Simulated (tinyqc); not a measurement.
## MOS structure on a p-type body, non-linear Poisson equation by Newton steps: charge and capacitance against gate voltage

One dimension, insulator interface at x = 0, acceptor density Na, uniform, net doping C = -(acceptor density). psi is counted from the intrinsic level: n = ni exp((psi - Vb)/Vt), p = ni exp(-psi/Vt); deep in the body psi_b = -Vt ln(Na/ni). The gate acts through Cox = eps0 eox/tox and has the potential psi_G = Vg - (phiM - chi - Vt ln(Nc/ni)). Boltzmann statistics, full ionisation, classical densities, no oxide or interface charge.

ni = sqrt(Nc Nv) exp(-Eg/(2 Vt)), Eg in volts. The Poisson equation d/dx(eps0 eps_r dpsi/dx) = -q (p - n + C), with eps0 eps_r dpsi/dx = -Cox (psi_G - psi_0) at x = 0, is solved on a mesh of about 600 nodes or more. N_inv is the integral of n less its value deep in the body. C_LF = Cox (1 - dpsi_0/dVg) with all carriers following; C_HF is the same with the electron quasi-Fermi level shifting uniformly so that N_inv stays fixed. The centroid is that of the same excess.

Parameters, values chosen for the exercise; band and dielectric values close to those of silicon:
- T = 250 K (temperature)
- Eg = 1.13 eV (band gap)
- eps_r = 11.8 (relative permittivity)
- Nc = 2.11e19 cm^-3 (conduction-band density of states at T)
- Nv = 2.01e19 cm^-3 (valence-band density of states at T)
- chi = 4.1 eV (electron affinity)
- Na = 9.1e17 cm^-3 (acceptor density deep in the body)
- eox = 8.82 (relative permittivity of the gate insulator (close to aluminium oxide))
- tox = 4.5 nm (insulator thickness)
- phiM = 4.45 eV (gate work function)
- Vb = 0 V (electron quasi-Fermi potential against the body)

Constants: q = 1.602176634e-19 C, kB = 1.380649e-23 J/K, Vt = kB T/q, eps0 = 8.8541878128e-14 F/cm where lengths are in cm. Results are converted to the units shown.

Results:
```
Vg (V),psi_0 - psi_b (V),N_inv (cm^-2),C_LF/Cox,C_HF/Cox,centroid (nm)
0.33,0.768,1.15e6,0.155,0.155,0.486
0.5,0.913,8.59e8,0.147,0.144,0.443
0.66,1.03,2.13e11,0.507,0.137,0.408
0.83,1.08,1.49e12,0.846,0.135,0.368
1.15,1.11,4.59e12,0.934,0.134,0.309
1.32,1.12,6.32e12,0.949,0.134,0.286
1.48,1.13,7.97e12,0.957,0.134,0.268
1.65,1.13,9.73e12,0.964,0.134,0.251
```

Estimate the missing row, Vg = 0.99 V.

Computed row:
```
Vg (V),psi_0 - psi_b (V),N_inv (cm^-2),C_LF/Cox,C_HF/Cox,centroid (nm)
0.99,1.10,3.00e12,0.909,0.134,0.336
```

With this row back in the table: N_inv goes from 1.15e6 to 9.73e12 cm^-2 and passes 2e11 cm^-2 at Vg = 0.657 V. Below threshold it takes 59.2 mV a decade between Vg = 0.33 and 0.5 V, against Vt ln 10 = 49.6 mV. C_LF/Cox is lowest, 0.147, at Vg = 0.5 V among the rows listed and ends at 0.964, while C_HF/Cox ends at 0.134. Between the last two rows q dN_inv/dVg is 0.959 Cox. Where the classical centroid is under about 2 nm, confinement would move the charge away from the interface and raise the threshold. Above about 2e12 cm^-2 degeneracy matters too.

Numbers from tinyqc (`OMP_NUM_THREADS=1 python tinyqc.py 2080126 2080127 out.jsonl`; about 0.5 s on one thread of a shared Intel Xeon 2.30GHz).
